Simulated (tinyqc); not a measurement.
## Series resistance and length offset from two lengths at two overdrives

Problem. In strong inversion R W = Rsd + k(x)(L - dL), k(x) = (1 + th1 x)/(mu0 Cox x), x the overdrive, Cox = eps0 eox/tox, with Rsd and dL independent of x. Find dL, Rsd, mu0 and th1.

Inputs (values chosen for the exercise): relative permittivity of the gate insulator (close to silicon dioxide) eox = 3.9; insulator thickness tox = 3.2 nm.

Constants: eps0 = 8.8541878128e-14 F/cm where lengths are in cm. Results are converted to the units shown.

total resistance times width (ohm um):
```
                  L = 0.095 um  L = 0.36 um
overdrive 0.53 V    1810.46730   6817.70722
overdrive 1.29 V    1029.29866   3761.70683
```

Solution. At each overdrive R W is a straight line in L; the two lines cross at L = dL, R W = Rsd. Their slopes give k x = (1 + th1 x)/(mu0 Cox), a straight line in x.

dL = 0.00400 um
Rsd = 91.0 ohm um
mu0 = 120 cm^2/(V s)
th1 = 0.560 1/V

Computed by the program tinyqc: `OMP_NUM_THREADS=1 python tinyqc.py 2210045 2210046 out.jsonl`, one thread of a shared Intel Xeon 2.30GHz, about 0.01 s for the whole run.
